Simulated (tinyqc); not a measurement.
# Changing the anneal temperature

Model: implant damage, amorphisation by cascade overlap, and solid-phase epitaxial regrowth. Computed by tinyqc, a small Python program. Command: `OMP_NUM_THREADS=1 python tinyqc.py 3111258 3111259 out.jsonl sper sweep`. One thread of a shared host (Intel(R) Xeon(R) Processor @ 2.30GHz), about 0.01 s of CPU time with the checks.

Range and width of the damage are inputs. Dynamic annealing enters only through the surviving share f.

Inputs (values chosen for the exercise, modelled on arsenic ions in germanium):
```
quantity                           value    unit
atomic density N                    44.2  1/nm^3
ion Z1                                33       -
ion mass M1                         74.9       u
target Z2                             32       -
target mass M2                     72.63       u
ion energy E                          19     keV
displacement energy E_d               14      eV
depth of the damage peak R_d         8.9      nm
width of the damage profile s_d      4.3      nm
share of defects that survive f     0.51       -
critical displaced share x_c        0.12       -
dose Q                           2.7e+14  1/cm^2
regrowth prefactor v0            2.7e+16    nm/s
regrowth energy E_a                 2.14      eV
rate relative to (100)              0.33       -
peak enhancement by the dopant         5       -
```

Constants: a_0 = 0.529177210903 angstrom; e^2/(4 pi eps_0) = 14.39964548 eV angstrom; k_B = 8.617333262e-05 eV/K.

Method:
- Robinson partition: eps = E a M2/(Z1 Z2 (e^2/(4 pi eps_0)) (M1 + M2)), a = 0.8853 a_0/sqrt(Z1^(2/3) + Z2^(2/3)); k = 0.0793 Z1^(2/3) Z2^(1/2) (M1 + M2)^(3/2)/((Z1^(2/3) + Z2^(2/3))^(3/4) M1^(3/2) M2^(1/2)); damage energy T_d = E/(1 + k (eps + 0.40244 eps^(3/4) + 3.4008 eps^(1/6))); displacements nu = 0.8 T_d/(2 E_d).
- Displaced share x(z) = f nu Q exp(-(z - R_d)^2/(2 s_d^2))/(sqrt(2 pi) s_d N); the layer is amorphous where x > x_c, between R_d -/+ s_d sqrt(2 ln(x_max/x_c)), the upper edge being cut at the surface. Threshold dose Q_c = Q x_c/x_max.
- v = v0 x orientation factor x exp(-E_a/(k_B T)) x [1 + (enhancement - 1) exp(-(z - R_d)^2/(2 s_d^2))], T = anneal temperature + 273.15 K; the dopant is taken to follow the damage profile; the lower front moves from the lower edge z2 to the surface, or to the middle (z1 + z2)/2 of a buried layer with upper edge z1; time = int dz/v; the equivalent undoped distance is that time times the undoped velocity.

One run for each value:
```
anneal temperature (C)  undoped velocity (nm/s)  time with enhancement (s)  time without enhancement (s)
347                                   3.620e-02                  1.767e+02                     4.988e+02
377                                   2.297e-01                  2.784e+01                     7.861e+01
407                                   1.239e+00                  5.164e+00                     1.458e+01
437                                   5.791e+00                  1.104e+00                     3.118e+00
467                                   2.390e+01                  2.676e-01                     7.557e-01
497                                   8.830e+01                  7.243e-02                     2.045e-01
527                                   2.958e+02                  2.162e-02                     6.105e-02
557                                   9.080e+02                  7.043e-03                     1.989e-02
587                                   2.578e+03                  2.481e-03                     7.006e-03
617                                   6.820e+03                  9.377e-04                     2.648e-03
```

What does the table show?

Over the rows, undoped velocity (nm/s) rises from 0.0362 to 6820; time with enhancement (s) falls from 177 to 9.38e-4; time without enhancement (s) falls from 499 to 0.00265.
